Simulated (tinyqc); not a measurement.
Polar nitride quantum well with polarisation fields: one step. Estimate from two triangular wells. Two cases, with inputs chosen for the exercise.

Problem. For a strong field: E = Eg - |e F_w| Lw + a0 (c (e F_w)^2)^(1/3) (me^(-1/3) + mh^(-1/3)), a0 = 2.338107, hard walls, c = hbar^2/2m0, 1 MV/cm = 0.01 V/angstrom.

Constants: hbar^2/2m0 = 3.80998211 eV angstrom^2.

Give: electron term; hole term; E.

Case 1.

Values chosen (near those of a GaN well in AlGaN; not measured data): Eg = 3.44 eV (gap of the well); Lw = 22 angstrom (well width); me = 0.2 m0 (electron, well); mh = 1.97 m0 (hole, everywhere); Vc = 0.294 eV (conduction offset); Vv = 0.138 eV (valence offset).

F_w = -1.01481 MV/cm

Results:
```
case,E_e (eV),E_h (eV),<z>_e,<z>_h,overlap^2,E (eV),nm
no field,0.116755,0.021636,0.000,0.000,0.91423,3.578390,346.480
built-in field,0.102786,-0.015917,3.882,-6.688,0.46365,3.526868,351.542
```

Solution.

electron term = 0.2927 eV
hole term = 0.1365 eV
E = 3.6460 eV

The electron term exceeds the drop across the well, so the electron still feels the far wall and the estimate is outside its range. Against the grid result 3.5269 eV the estimate errs by +119 meV: +78 from the electron and +41 from the hole, since hard walls stand in for offsets of 0.294 and 0.138 eV into which the carriers leak.

Case 2.

Values chosen (near those of a GaN well in AlN; not measured data): Eg = 3.44 eV (gap of the well); Lw = 18 angstrom (well width); me = 0.2 m0 (electron, well); mh = 1.59 m0 (hole, everywhere); Vc = 1.85 eV (conduction offset); Vv = 0.87 eV (valence offset).

F_w = -6.47855 MV/cm

Results:
```
case,E_e (eV),E_h (eV),<z>_e,<z>_h,overlap^2,E (eV),nm
no field,0.275954,0.051819,0.000,0.000,0.97320,3.767774,329.065
built-in field,0.176404,-0.192889,3.041,-5.725,0.22415,3.423515,362.155
```

Solution.

electron term = 1.0073 eV
hole term = 0.5047 eV
E = 3.7858 eV

Both terms lie below the drop across the well, but the estimate also takes the near wall as infinitely high. Against the grid result 3.4235 eV the estimate errs by +362 meV: +248 from the electron and +115 from the hole, since hard walls stand in for offsets of 1.85 and 0.87 eV into which the carriers leak.

Computed by tinyqc, one run a case: `OMP_NUM_THREADS=1 python tinyqc.py N N+1 out.jsonl` with N = 1281021, 1281159; one thread of a shared Intel(R) Xeon(R) Processor @ 2.30GHz, about 0.07 s a run at most.
